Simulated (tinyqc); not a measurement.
Inside a calculation. Model: MOSFET in the linear regime without short-channel effects, parameter extraction from computed curves.

tinyqc, about 0.02 s, one thread, Intel Xeon 2.30GHz (shared host): `OMP_NUM_THREADS=1 python tinyqc.py 2210172 2210173 out.jsonl` Printed values are rounded.

Inversion charge Q = Cox n Vt W0(exp((Vg - VT)/(n Vt))), W0 the Lambert function and n = nf; u = Q/Cox; mobility mu = mu0/(1 + th1 u + th2 u^2); channel resistance Rch = (L - dL)/(W mu Q); Id = Vd/(Rch + Rsd/W). Cox = eps0 eox/tox. Small Vd, no channel-length or drain effects.

Inputs (values chosen for the exercise); channel values of the order met in silicon transistors:
```
symbol,value,unit,meaning
T,300,K,temperature
eox,3.9,,relative permittivity of the gate insulator (close to silicon dioxide)
tox,3.9,nm,insulator thickness
mu0,110,cm^2/(V s),low-field mobility
th1,0.15,1/V,first mobility attenuation factor
th2,0,1/V^2,second mobility attenuation factor
VT,0.38,V,threshold voltage
nf,1.08,,body factor
W,0.5,um,gate width
L,0.32,um,drawn gate length
dL,0.017,um,drawn less effective length
Rsd,270,ohm um,source plus drain resistance
Vd,0.01,V,drain voltage
```

Constants: q = 1.602176634e-19 C, kB = 1.380649e-23 J/K, Vt = kB T/q, eps0 = 8.8541878128e-14 F/cm where lengths are in cm. Results are converted to the units shown.

## Transfer curve

Vg, point 0 to 8 (V): [0.14, 0.26, 0.38, 0.5, 0.62, 0.74, 0.86, 0.98, 1.1]

u, mu, Rch and Id as defined.

```
point       u (V)  mu (cm^2/(V s))  Rch (ohm)     Id (uA)
0      5.16022e-6          110.000  1.20577e9  8.29348e-6
1      3.74548e-4          109.994  1.66130e7  6.01918e-4
2       0.0158347          109.739  3.93868e5   0.0253544
3       0.0879605          108.568    71669.8    0.138485
4        0.186915          107.000    34221.2    0.287677
5        0.294246          105.350    22078.9    0.442108
6        0.405305          103.696    16284.7    0.594363
7        0.518432          102.063    12934.9    0.742120
8        0.632864          100.463    10764.8    0.884578
```

## Threshold and mobility at the peak transconductance

gm_i = (Id_(i+1) - Id_(i-1))/(Vg_(i+1) - Vg_(i-1)); at the point j of largest gm the tangent meets the axis at V_ext = Vg_j - Id_j/gm_j; field-effect mobility gm_j L/(W Cox Vd) with the drawn L.

gm, point 1 to 7 (uS): [0.105609, 0.574515, 1.09301, 1.26509, 1.27786, 1.25005, 1.20923]
j = 5
V_ext = 0.394025 V
field-effect mobility = 92.3664 cm^2/(V s)

V_ext is 14 mV above the model VT, and the mobility so found is 20 % below mu0 L/(L - dL) = 116 cm^2/(V s), the value for the drawn L; attenuation, series resistance and the slow approach of Q to a straight line all lower the peak gm.

## The Y function

Y_i = Id_i/sqrt(gm_i). For Id = beta Vd x/(1 + th x), x = Vg - VT, Y = sqrt(beta Vd) x whatever th. Slope s from points 4 and 7; VT_Y = Vg - Y/s at point 7; beta = s^2/Vd; mobility beta L/(W Cox) with the drawn L; th* = (beta Vd x/Id - 1)/x at point 7.

Y, point 1 to 7 (uA^0.5 V^0.5): [0.00185220, 0.0334506, 0.132462, 0.255767, 0.391099, 0.531603, 0.674870]
s = 1.16418 uA^0.5 V^-0.5
VT_Y = 0.400303 V
beta = 135.531 uA/V^2
mobility from Y = 97.9647 cm^2/(V s)
th* = 0.101227 1/V

The mobility from Y is 16 % below mu0 L/(L - dL) = 116 cm^2/(V s), which it should reach in deep inversion when th2 = 0. th* compares with th1 + mu0 Cox Rsd/(L - dL) = 0.237 1/V, since series resistance enters like th1. The match is poor here: at these overdrives Q is not yet a straight line in Vg.
